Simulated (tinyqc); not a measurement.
## Short-channel transistor, virtual-source model with series resistance: effect of the velocity at the virtual source on the on and off currents

The current per gate width is the charge at the top of the source barrier (the virtual source) times its velocity times a saturation function; al and be are fitting constants of the model. Units: I in uA/um, Rs in ohm um, so I Rs = 1e-6 I Rs in volts; Q in uC/cm^2, so I = 1e-4 Q vx0 Fsat with vx0 in cm/s.

Intrinsic voltages Vg' = Vgs - I Rs, Vd' = Vds - 2 I Rs. n = n0 + nd Vd', VT = VT0 - dl Vd', Ff = 1/(1 + exp((Vg' - VT + al Vt/2)/(al Vt))), Q = Cinv n Vt ln(1 + exp((Vg' - VT + al Vt Ff)/(n Vt))), Vdsat = (vx0 L/mu)(1 - Ff) + Vt Ff, Fsat = u/(1 + u^be)^(1/be) with u = Vd'/Vdsat, and I = Q vx0 Fsat per width. I is solved self-consistently. Ion is I at Vgs = Vds = 0.7 V, Ioff at Vgs = 0, Vds = 0.7 V, and Rlin = Vds/I at Vgs = 0.7 V, Vds = 0.05 V.

Values chosen for this exercise: temperature T = 293 K; inversion capacitance Cinv = 2.16 uF/cm^2; apparent mobility mu = 120 cm^2/(V s); channel length L = 25 nm; threshold at zero drain voltage VT0 = 0.45 V; drain-induced barrier lowering dl = 0.173 V/V; subthreshold factor n0 = 1.32; growth of n with drain voltage nd = 0 1/V; threshold shift (in units of Vt) from weak to strong inversion al = 3.5; sharpness of saturation be = 1.6; series resistance of each contact Rs = 50 ohm um.

Constants: q = 1.602176634e-19 C, kB = 1.380649e-23 J/K, Vt = kB T/q. Results are converted to the units shown.

Results:
```
vx0 (cm/s),Ion (uA/um),Ioff (nA/um),log10(Ion/Ioff),Rlin (ohm um)
5e6,364.0,23.77,4.185,518.9
7.1e6,492.3,33.74,4.164,496.7
1e7,646.0,47.50,4.134,484.1
1.4e7,817.7,66.45,4.090,476.8
2e7,1005,94.80,4.025,472.3
4e7,1304,188.7,3.840,468.3
```

Estimate the missing row, vx0 = 2.8e7 cm/s.

Computed row:
```
vx0 (cm/s),Ion (uA/um),Ioff (nA/um),log10(Ion/Ioff),Rlin (ohm um)
2.8e7,1167,132.5,3.945,469.8
```

With this row back in the table: As vx0 goes from 5e6 to 4e7 cm/s, Ion rises from 364 to 1300 uA/um, Ioff rises from 23.8 to 189 nA/um and Rlin falls from 519 to 468 ohm um. Ion changes by a factor of 3.58 and Ioff by 7.94.

Computed by the program tinyqc: `OMP_NUM_THREADS=1 python tinyqc.py 2380004 2380005 out.jsonl`, one thread of a shared Intel Xeon 2.30GHz, about 0.01 s for the whole run.
